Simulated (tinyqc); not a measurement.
Density of states of one tight-binding band of a chain: one step. Histogram. Three cases, with inputs chosen for the exercise.

Question. Count the points in equal bins from E_lo to E_hi; g = count/(all points x bin width).

Give: Histogram.

Case 1.

Values chosen: bins = 10 (bins of the histogram); E_lo = -1.913 eV (lower end of the histogram); E_hi = 2.717 eV (upper end).

Distinct energies:
```
E_k (eV)   points
-1.880000       1
-1.612203       2
-0.400000       2
1.612203        2
2.680000        1
```

Answer.

Histogram:
```
from (eV)  to (eV)  points  g (1/eV)
-1.9130    -1.4500       3    0.8099
-1.4500    -0.9870       0    0.0000
-0.9870    -0.5240       0    0.0000
-0.5240    -0.0610       2    0.5400
-0.0610     0.4020       0    0.0000
0.4020      0.8650       0    0.0000
0.8650      1.3280       0    0.0000
1.3280      1.7910       2    0.5400
1.7910      2.2540       0    0.0000
2.2540      2.7170       1    0.2700
```

Empty bins: 6 of 10; the fullest holds 3 points. Empty bins inside the band come from the coarse mesh, not from gaps.

Case 2.

Values chosen: bins = 6 (bins of the histogram); E_lo = -4.413 eV (lower end of the histogram); E_hi = 4.417 eV (upper end).

Distinct energies:
```
E_k (eV)   points
-4.320000       1
-3.741230       2
-2.160000       2
0.000000        2
2.160000        2
3.741230        2
4.320000        1
```

Answer.

Histogram:
```
from (eV)  to (eV)  points  g (1/eV)
-4.4130    -2.9413       3    0.1699
-2.9413    -1.4697       2    0.1133
-1.4697     0.0020       2    0.1133
0.0020      1.4737       0    0.0000
1.4737      2.9453       2    0.1133
2.9453      4.4170       3    0.1699
```

Empty bins: 1 of 6; the fullest holds 3 points. Empty bins inside the band come from the coarse mesh, not from gaps.

Case 3.

Values chosen: bins = 6 (bins of the histogram); E_lo = -2.113 eV (lower end of the histogram); E_hi = 2.817 eV (upper end).

Distinct energies:
```
E_k (eV)   points
-2.080000       1
-1.862755       2
-1.045248       2
0.462755        2
2.085248        2
2.800000        1
```

Answer.

Histogram:
```
from (eV)  to (eV)  points  g (1/eV)
-2.1130    -1.2913       3    0.3651
-1.2913    -0.4697       2    0.2434
-0.4697     0.3520       0    0.0000
0.3520      1.1737       2    0.2434
1.1737      1.9953       0    0.0000
1.9953      2.8170       3    0.3651
```

Empty bins: 2 of 6; the fullest holds 3 points. Empty bins inside the band come from the coarse mesh, not from gaps.

Computed by tinyqc, one run a case: `OMP_NUM_THREADS=1 python tinyqc.py N N+1 out.jsonl` with N = 1682316, 1682392, 1682423; one thread of a shared Intel(R) Xeon(R) Processor @ 2.30GHz, about 0.01 s a run at most.
